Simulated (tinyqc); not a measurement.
Arrhenius plot: admittance spectroscopy and thermally stimulated current of one trap level in a depletion layer. Computed by tinyqc, a small Python program. Command: `OMP_NUM_THREADS=1 python tinyqc.py 3112145 3112146 out.jsonl admit walk`. One thread of a shared host (Intel(R) Xeon(R) Processor @ 2.30GHz), about 0.01 s of CPU time with the checks.

A Schottky junction on n-type material holds one donor-like electron trap; shallow donors are fully ionised and abrupt depletion edges are assumed.

Inputs (values chosen for the exercise, modelled on n-type GaN):
```
quantity,value,unit
density-of-states mass m,0.208,m_0
shallow doping N,2.9e+16,1/cm^3
trap depth E_t below the band,0.274,eV
capture cross section sigma,1.5e-17,cm^2
test frequency f,10000,Hz
```

Constants: k_B = 1.380649e-23 J/K; m_0 = 9.1093837015e-31 kg; h = 6.62607015e-34 J s; k_B = 8.617333262e-05 eV/K.

Method:
- N_c = 2 (2 pi m k_B T/h^2)^(3/2), v_th = sqrt(3 k_B T/m), emission rate e_n = sigma v_th N_c exp(-E_t/(k_B T)).
- Where the level crosses the Fermi level capture equals emission, so the trap follows the signal with the rate 2 e_n; G/omega peaks at omega = 2 e_n (the correction for large N_t/N is left out).
- Solve 2 e_n(T_p) = 2 pi f.
- T_p for 0.1, 0.3, 1, 3 and 10 f; least-squares lines of ln(e_n/T^2) and of ln(e_n) against 1/(k_B T), e_n = pi f; sigma = exp(intercept)/(v_th N_c/T^2).

peak temperature T_p = 307.804 K

Peaks:
```
f (Hz),T_p (K),1/(k_B T) (1/eV),ln(e_n/T^2),ln(e_n)
1000,258.80,44.839,-3.0597,8.052
3000,280.23,41.410,-2.1201,9.151
10000,307.80,37.701,-1.1039,10.355
30000,337.66,34.367,-0.1904,11.454
100000,377.04,30.778,0.7930,12.658
```

depth from e_n/T^2 = 0.274 eV

cross section from the intercept = 1.50e-17 cm^2

depth without the T^2 = 0.32740 eV

What follows from these numbers?

Leaving out T^2 adds 53 meV, near 2 k_B T_p = 53 meV.

Extremes, crossings and ranges named in words are read from the listed rows.
